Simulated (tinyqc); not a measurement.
# Surface potential of a MOS transistor: implicit equation and explicit approximations: two studies

p-type body, charge-sheet picture, depletion and inversion only, full ionisation (an idealisation for deep acceptors), Boltzmann statistics (rough once Na exp(x - xn) passes about Nc/7). In units of Vt: xg = (Vg - Vfb)/Vt, x = psi/Vt, G = gamma/sqrt(Vt), xn = (2 phiF + Vc)/Vt. The implicit equation is (xg - x)^2 = G^2 [x - 1 + exp(x - xn)] for x above about 3. Cox = eps0 eox/tox.

Parameters, values chosen for the exercise; band and dielectric values close to those of silicon:
```
symbol,value,unit,meaning
T,400,K,temperature
Eg,1.13,eV,band gap
eps_r,11.6,,relative permittivity
Nc,4.33e19,cm^-3,conduction-band density of states at T
Nv,4e19,cm^-3,valence-band density of states at T
eox,21.9,,relative permittivity of the gate insulator (close to hafnium oxide)
tox,24,nm,insulator thickness
Na,5.1e17,cm^-3,acceptor density
Vfb,-0.4,V,flat-band voltage
Vc,0,V,channel-body voltage
Vg,1.2,V,gate-body voltage
```

Constants: q = 1.602176634e-19 C, kB = 1.380649e-23 J/K, Vt = kB T/q, eps0 = 8.8541878128e-14 F/cm where lengths are in cm. Results are converted to the units shown.

Each table varies one quantity; the others keep the values above.

## Accuracy of the approximations against gate voltage

ni = sqrt(Nc Nv) exp(-Eg/(2 Vt)), Eg in volts; phiF = Vt ln(Na/ni); gamma = sqrt(2 q eps0 eps_r Na)/Cox; VT = Vfb + Vt (xn + G sqrt(xn - 1)). Depletion value a = 1 + [sqrt(G^2/4 + xg - 1) - G/2]^2; inversion value b = xn + ln[(xg - xn)^2/G^2 - xn + 1] and first guess y = min(a, b) - ln(1 + exp(-|a - b|)) if a > xn + 1, else b = y = a; one second-order correction with D = exp(y - xn), p = 2 (xg - y) + G^2 (1 + D), w = (xg - y)^2 - G^2 (y - 1 + D): z = y + 2 w/(p + sqrt(p^2 - 2 (2 - G^2 D) w)), or the Newton step z = y + w/p where the root is not real. N_inv = (Cox Vt G/q) [sqrt(x - 1 + exp(x - xn)) - sqrt(x - 1)] at the root. Lambert form (Cox m Vt/q) W0[(G/(2 m sqrt(xn - 1))) exp((Vg - VT)/(m Vt))], m = 1 + G/(2 sqrt(xn - 1)). Errors under 1e-4 mV, and the linear form below VT, are printed as 0.

Accuracy of the approximations against gate voltage:
```
Vg (V)	psi (V)	x - xn	error of y (mV)	error of z (mV)	N_inv (cm^-2)	Cox (Vg - VT)/q (cm^-2)	Lambert form (cm^-2)
0.48	0.5249	-8.751	1.45e-3	0	9.959e6	0	6.217e6
0.68	0.6743	-4.418	0.100	0	6.645e8	0	5.672e8
0.88	0.8216	-0.1422	6.59	-7.42e-3	4.269e10	1.092e10	4.291e10
1.08	0.9100	2.421	20.1	-1.48	4.818e11	1.019e12	5.021e11
1.28	0.9480	3.525	19.0	-1.55	1.247e12	2.028e12	1.298e12
1.48	0.9710	4.191	15.0	-0.680	2.109e12	3.037e12	2.190e12
1.68	0.9876	4.673	12.6	-0.374	3.012e12	4.045e12	3.120e12
1.88	1.001	5.054	11.0	-0.236	3.937e12	5.054e12	4.069e12
2.08	1.012	5.370	9.79	-0.162	4.877e12	6.062e12	5.030e12
```

psi rises from 0.525 to 1.01 V and ends 5.4 Vt above 2 phiF + Vc. Among the rows the first guess is off by at most 20 mV (at Vg = 1.08 V) and the corrected value by at most 1.6 mV. In the last row the linear form is 24 % above N_inv and the Lambert form 3.1 % above it; in the first row the Lambert form is 38 % below it. For Vg = 1.28, 1.48, 1.68, 1.88, 2.08 the electron quasi-Fermi level lies less than 2 Vt below the band edge at the surface, or above it, where degeneracy and confinement, left out, matter.

## Effect of the insulator thickness at fixed gate voltage

Same model as above.

Effect of the insulator thickness at fixed gate voltage:
```
tox (nm)	psi (V)	x - xn	error of y (mV)	error of z (mV)	N_inv (cm^-2)	Cox (Vg - VT)/q (cm^-2)	Lambert form (cm^-2)
8	1.024	5.730	22.1	-3.39	6.169e12	9.425e12	6.629e12
11	1.002	5.099	20.7	-2.42	4.061e12	6.234e12	4.318e12
15	0.9792	4.430	20.0	-2.02	2.523e12	3.965e12	2.660e12
21	0.9498	3.576	20.4	-2.09	1.301e12	2.182e12	1.360e12
28	0.9156	2.585	20.3	-1.71	5.577e11	1.067e12	5.792e11
38	0.8479	0.6198	-1.38	1.28e-4	8.909e10	1.876e11	9.089e10
53	0.6917	-3.912	0.282	0	1.087e9	0	9.243e8
72	0.5296	-8.615	3.25e-3	0	1.136e7	0	5.645e6
```

Read the table: what changes, and by how much?

As tox goes from 8 to 72, psi falls from 1.02 to 0.530 V, x - xn falls from 5.73 to -8.62 and N_inv falls from 6.17e12 to 1.14e7 cm^-2. The Lambert form lies between 0.497 and 1.07 times N_inv. For tox = 8, 11, 15, 21, 28 the electron quasi-Fermi level lies less than 2 Vt below the band edge at the surface, or above it, where degeneracy and confinement, left out, matter.

tinyqc, about 0.01 s, one thread, Intel Xeon 2.30GHz (shared host): `OMP_NUM_THREADS=1 python tinyqc.py 2122246 2122247 out.jsonl`
